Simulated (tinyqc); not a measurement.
# Vacuum evaporation: vapour pressure, source flux, thickness distribution, purity and step coverage, step by step

A worked calculation. Computed by tinyqc, a small Python program that keeps every step. Command: `OMP_NUM_THREADS=1 python tinyqc.py 3112015 3112016 out.jsonl evap walk`. One thread of a shared host (Intel(R) Xeon(R) Processor @ 2.30GHz), about 0.01 s of CPU time with the checks. Intermediate numbers are printed to about 6 digits and carried at full precision; extremes and crossings named in words are read from the listed rows.

Molecular flow, unit sticking of the metal, no re-evaporation. The background gas is taken as water vapour (18.015 g/mol, collision diameter 0.37 nm) at 300 K.

Inputs (values chosen for the exercise, modelled on titanium, with constants for the liquid):
```
quantity                         value    unit
molar mass M                     47.87   g/mol
film density rho                  4.51  g/cm^3
vapour-pressure constant A       11.37       -
vapour-pressure constant B       22840       K
source temperature T              2110       K
source area                       0.15    cm^2
directionality n                     4       -
source-to-wafer distance h          35      cm
wafer radius R                       5      cm
source offset from the axis s/h   0.82       -
background pressure p            7e-07      Pa
sticking of background gas         0.8       -
aspect ratio of a trench           3.1       -
```

Constants: u = 1.6605390666e-27 kg; k_B = 1.380649e-23 J/K; R = 8.314462618 J/(mol K).

## Vapour pressure and flux

log10(p_v/Pa) = A - B/T; flux from the surface Phi = p_v/sqrt(2 pi m k_B T), m = M u. Mass loss = Phi x area x m; heat of evaporation = ln(10) R B; d ln Phi/dT = ln(10) B/T^2 - 1/(2 T).

vapour pressure p_v = 3.51039 Pa

flux Phi = 2.91022e+18 1/(cm^2 s)

mass loss = 0.124920 g/h

heat of evaporation = 437.266 kJ/mol

change of flux per kelvin = 1.15757 %/K

Holding the rate to 1 % needs the temperature to about 0.86 K.

## Rate and uniformity on a fixed wafer above the source

A small source emits (n + 1) Phi area cos^n(phi)/(2 pi) per solid angle; on a parallel plane at height h and lateral distance l the arrival rate is (n + 1) Phi area/(2 pi h^2) x (1 + (l/h)^2)^(-(n + 3)/2). Growth rate = arrival rate x m/rho, m = M u. The wafer is fixed and centred above the source.

arrival rate at the centre = 2.83577e+14 1/(cm^2 s)

growth rate at the centre = 0.0499813 nm/s

edge over centre = 0.931733

non-uniformity (max - min)/(max + min) = 3.53400 %

share of the material that lands on the wafer, 1 - (1 + (R/h)^2)^(-(n + 1)/2) = 4.92525 %

## Offset source and rotation

Rotating wafer, source offset by s and facing upwards: thickness at radius r is the mean over the angle a of (1 + (r^2 + s^2 - 2 r s cos a)/h^2)^(-(n + 3)/2), by 360 equal steps; non-uniformity (max - min)/(max + min) over 21 radii from 0 to R.

centre thickness relative to an axial source = 0.165314

edge over centre, rotating = 1.03393

non-uniformity, rotating = 1.66799 %

## Choosing the offset

The curvature at the centre vanishes at s/h = sqrt(2/(n + 3)).

Against the offset:
```
s/h  centre thickness  edge over centre  non-uniformity (%)
0.0           1.00000           0.93173             3.53400
0.2           0.87173           0.94500             2.82791
0.4           0.59484           0.97625             1.20186
0.5           0.45795           0.99330             0.33610
0.6           0.34089           1.00889             0.44241
0.7           0.24766           1.02199             1.08765
0.8           0.17703           1.03222             1.58565
0.9           0.12535           1.03965             1.94397
1.1           0.06232           1.04753             2.32114
```

The best row, s/h = 0.5, has 0.34 % against 3.5 % on the axis, at the price of a rate lower by a factor 2.18; the small-wafer optimum is sqrt(2/(n + 3)) = 0.53.

## Scattering and purity

Mean free path lambda = k_B T_g/(sqrt2 pi d^2 p); unscattered share exp(-h/lambda); gas arrival p/sqrt(2 pi m_g k_B T_g); impurity ratio = sticking x gas arrival/metal arrival; monolayer time = 1e15 cm^-2/(sticking x gas arrival).

mean free path = 9728.33 m

unscattered share = 0.999964

gas arrival rate = 2.50879e+12 1/(cm^2 s)

impurity ratio = 0.00707754

monolayer time = 498.248 s

## A trench at the wafer edge

Fixed wafer, axial point source, trench running tangentially at r = R: the beam arrives at tan(a) = R/h. Shadowed share of the floor = aspect ratio x tan(a) (at most 1); the wall facing the source grows at tan(a) times the field rate, the other wall not at all.

angle a = 8.13010 degrees

shadowed share of the floor = 0.442857

wall over field thickness = 0.142857

Checks made by the program: share on the wafer by quadrature (relative difference 2e-09).
